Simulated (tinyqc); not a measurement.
Inside a calculation: three-level Kane dispersion of a narrow-gap semiconductor. Values are carried at full precision from step to step, so a last printed digit may differ when a step is redone from the rounded ones.

Zero of energy at Gamma8, c = hbar^2/2m0, P^2 = Ep c. The free-electron term and remote bands are left out, so the heavy holes are flat at E = 0 and the other three bands obey E (E - Eg)(E + Dso) = P^2 k^2 (E + 2 Dso/3). The conduction band is the highest root; its edge is Ec = max(Eg, 0).

Constants: hbar^2/2m0 = 3.80998211 eV angstrom^2; hbar = 6.58211957e-16 eV s; e^2/(4 pi eps0) = 14.39964547 eV angstrom; muB = 5.788381798e-05 eV/T.

Inputs chosen for the exercise (near those of HgTe; the results hold for these values, not for the real material):
```
symbol  value  unit        meaning
Eg      -0.31  eV          E(Gamma6) - E(Gamma8)
Dso     1.12   eV          spin-orbit splitting
Ep      19.6   eV          Kane energy
k       0.013  1/angstrom  wave vector
n       3e+18  cm^-3       electron density
eps     15                 high-frequency dielectric constant
B       1.2    T           magnetic field
```

## The three bands at one k

Expand the equation into E^3 + a2 E^2 + a1 E + a0 = 0 and give its roots; compare with the two-level form (Dso to infinity) E = Eg/2 +/- sqrt(Eg^2/4 + (2/3) P^2 k^2).

P^2 k^2 = 0.012620 eV^2

a2, a1, a0: [1.430000, 0.334580, -0.009423]

roots (eV): [-1.1252, -0.3302, 0.0254]

two-level form (eV): [-0.3351, 0.0251]

The two-level form misses the highest root by -0.3 meV. The order is inverted: the band that would be the light hole curves upward from Gamma8 and touches the heavy holes, so there is no gap.

## Mass at the edge and limiting velocity

For Eg < 0 the conduction band starts at Gamma8 with m0* = 3 |Eg|/(2 Ep). In the two-level form the velocity tends to v = sqrt(2/3) P/hbar, and |Eg| = 2 m v^2 with m = 3 |Eg|/(2 Ep), as for a relativistic particle. 1 angstrom = 1e-10 m.

m0* = 0.02372 m0
P = 8.6415 eV angstrom
v = 1.072e+06 m/s
k at which the linear part sets in, |Eg|/(2 hbar v) = 0.02197 1/angstrom

## Fermi level and mass at a given density

Degenerate electrons at T = 0: kF = (3 pi^2 n)^(1/3), 1 cm^-3 = 1e-24 angstrom^-3; EF is the highest root at kF. The momentum (cyclotron, optical) mass is m(E) = hbar^2 k/(dE/dk) = c d(k^2)/dE with d(k^2)/dE = k^2 [1/E + 1/(E - Eg) + 1/(E + Dso) - 1/(E + 2 Dso/3)]; the density of states is k d(k^2)/dE/(2 pi^2).

Edge mass m0* = 3 |Eg|/(2 Ep).

Compare EF - Ec with the parabolic value c kF^2/m0*.

kF = 0.04462 1/angstrom
EF - Ec = 0.2067 eV
parabolic value = 0.3197 eV
m(EF) = 0.04913 m0
m(EF)/m0* = 2.071
density of states at EF = 2.915e+19 1/(eV cm^3)

The parabola overstates EF - Ec by a factor of 1.55; (EF - Ec)/|Eg| = 0.67, and the two-level rule 1 + 2 (EF - Ec)/|Eg| = 2.334 estimates the mass ratio.

## Plasma and cyclotron energies

hbar wp = sqrt(8 pi c (e^2/4 pi eps0) n/(eps m)), hbar wc = 2 muB B/m (classical limit), with m = m(EF) and, for comparison, the edge mass; n in angstrom^-3.

hbar wp with m(EF), with m0* (meV): [74.92, 107.81]

hbar wc with m(EF), with m0* (meV): [2.83, 5.86]

EF - Ec = 206.7 meV is 73 times hbar wc, so the classical value applies.

## Checks

- Roots of the cubic against the 8 x 8 Kane matrix without remote terms: they agree to 1e-10 or better.
- m(E) near the edge against m0*: both 0.02372.

Computed by tinyqc, a small Python program: `OMP_NUM_THREADS=1 python tinyqc.py 1050422 1050423 out.jsonl` (the numbers bound the seed that draws the inputs); one thread of a shared host (Intel(R) Xeon(R) Processor @ 2.30GHz), about 0.01 s for the whole set of steps.
